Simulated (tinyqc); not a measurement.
Dopants and charged point defects at anneal temperature: Fermi-level effect, clustering and pairing: one step, computed by the program tinyqc.

Boltzmann statistics and full ionisation of active dopants. Energies are counted from the valence band; the defect (a vacancy or self-interstitial) has five charge states, with all degeneracy factors one.

Problem. Charged defects. C_0 = N_s exp(S_f/k_B) exp(-H_f/k_B T). Ratios to the neutral state at E_F = E_i: r_+ = exp((E(+/0) - E_i)/k_B T), r_2+ = r_+ exp((E(2+/+) - E_i)/k_B T), r_- = exp((E_i - E(0/-))/k_B T), r_2- = r_- exp((E_i - E(-/2-))/k_B T); at other E_F state q scales as chi^(-q). The enhancement is sum r_q chi^(-q)/sum r_q. The charge on the defects is left out of neutrality.

Inputs (values chosen for the exercise, for a model semiconductor):

| quantity | value | unit |
|---|---|---|
| anneal temperature T | 730 | K |
| formation enthalpy of the neutral defect H_f | 2.57 | eV |
| formation entropy S_f | 5.8 | k_B |
| site density N_s | 2.4e+22 | cm^-3 |

Dopant: donor. Second part: pairing with a mobile impurity.

defect levels as fractions of E_g(T): (2+/+), (+/0), (0/-), (-/2-): 0.13  0.17  0.49  0.9

E_g = 0.4921823 eV

k_B T = 0.06290653 eV

n_i = 6.563463e+17 cm^-3

E_i = 0.2326044 eV

chi = 304.7205

Give: neutral defects C_0; Charge states; all defects, doped; enhancement over intrinsic; mean charge.

Solution.

neutral defects C_0 = 1.433e+07 cm^-3

Charge states:

| state | ratio r | intrinsic (cm^-3) | doped (cm^-3) |
|---|---|---|---|
| 2+ | 0.006 | 9.205e+04 | 9.913e-01 |
| + | 0.094 | 1.343e+06 | 4.408e+03 |
| 0 | 1.000 | 1.433e+07 | 1.433e+07 |
| - | 0.873 | 1.251e+07 | 3.812e+09 |
| 2- | 0.031 | 4.415e+05 | 4.099e+10 |

all defects, doped = 4.482e+10 cm^-3

enhancement over intrinsic = 1561

mean charge = -1.914 e

Doping leaves the neutral state alone and multiplies the total by 1560; the most common state is 2- (in intrinsic material 0). Caution: the carrier density exceeds the effective density of states, where Boltzmann statistics understate the shift of E_F and so the density of charged defects (gap narrowing, also left out, works the other way).
